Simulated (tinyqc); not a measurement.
Rapid thermal processing of a wafer: radiative balance, ramp and cooling, pattern effects, pyrometer error and spike budget. Changing the reflectivity of the chamber walls r. Computed by tinyqc, a small Python program. Command: `OMP_NUM_THREADS=1 python tinyqc.py 3112287 3112288 out.jsonl rtp sweep`. One thread of a shared host (Intel(R) Xeon(R) Processor @ 2.30GHz), about 0.08 s of CPU time with the checks.

The wafer is opaque and uniform through its thickness unless said otherwise; temperatures in formulas are in kelvin (C + 273.15). sigma = 5.670374419e-12 W/(cm^2 K^4).

Inputs (values chosen for the exercise, modelled on a hot silicon wafer):
```
quantity                                              value         unit
wafer thickness d                                       725   micrometre
heat capacity per volume C                             2.14   J/(cm^3 K)
thermal conductivity k                                  0.3     W/(cm K)
emissivity eps of each face                            0.67            -
gas heat-transfer coefficient h, both faces together    1.6  mW/(cm^2 K)
wall temperature T_w                                    300            K
process temperature                                     654            C
starting temperature                                    450            C
ramp rate                                                30          K/s
relative change of absorptivity over a pattern          4.2            %
period of the pattern                                  0.69           mm
activation energy of the process E_a                    2.7           eV
```

Constants: k_B = 8.617333262e-05 eV/K.

Method:
- Effective emissivity between parallel grey plates: eps_eff = 1/(1/eps + 1/(1 - r) - 1). Loss per area q(T) = 2 eps_eff sigma (T^4 - T_w^4) + h (T - T_w).
- Absorbed power during a ramp = q(T) + C d x ramp rate; thermal time constant tau = C d/(dq/dT), dq/dT = 8 eps_eff sigma T^3 + h; natural cooling rate q/(C d); front-to-back difference under one-sided heating at the end of the ramp = (absorbed power) d/(2 k).
- Cooling with the lamps off: C d dT/dt = -q(T), integrated adaptively (relative tolerance 1e-10).
- Spike anneal: linear ramp to the peak, then lamps off. Equivalent time at the peak = int exp(-(E_a/k_B)(1/T - 1/T_peak)) dt; estimate (k_B T^2/E_a)(1/ramp rate + 1/cooling rate). The ramp part uses 4000 trapezoid steps, the cooling part 4000 steps over 4 tau.
- Time within 50 K of the peak from the same curves.
- At steady state a sinusoidal change of absorbed power of relative amplitude a and period p gives the temperature amplitude a q/(dq/dT + k d (2 pi/p)^2); healing length l = sqrt(k d/(dq/dT)); process change = E_a dT/(k_B T^2). Emissivity is taken as unchanged.

One run for each value; columns: (1) reflectivity of the chamber walls r; (2) holding power q (W/cm^2); (3) natural cooling rate (K/s); (4) equivalent time, total (s); (5) healing length l (mm):
```
(1)      (2)     (3)     (4)     (5)
0.00  6.5565  42.259  1.5459   9.178
0.14  6.0104  38.739  1.6069   9.633
0.27  5.4537  35.151  1.6816  10.174
0.41  4.7924  30.889  1.7924  10.954
0.54  4.1117  26.502  1.9430  11.978
0.68  3.2945  21.234  2.2041  13.697
0.81  2.4434  15.749  2.6560  16.612
0.95  1.4079   9.074  3.9052  25.426
```

What does the table show, and why?

Over the rows, holding power q (W/cm^2) falls from 6.56 to 1.41; natural cooling rate (K/s) falls from 42.3 to 9.07; equivalent time, total (s) rises from 1.55 to 3.91. Reflecting walls save power but slow the cooling, which lengthens the equivalent time of a spike.

Extremes, crossings and ranges named in words are read from the listed rows.
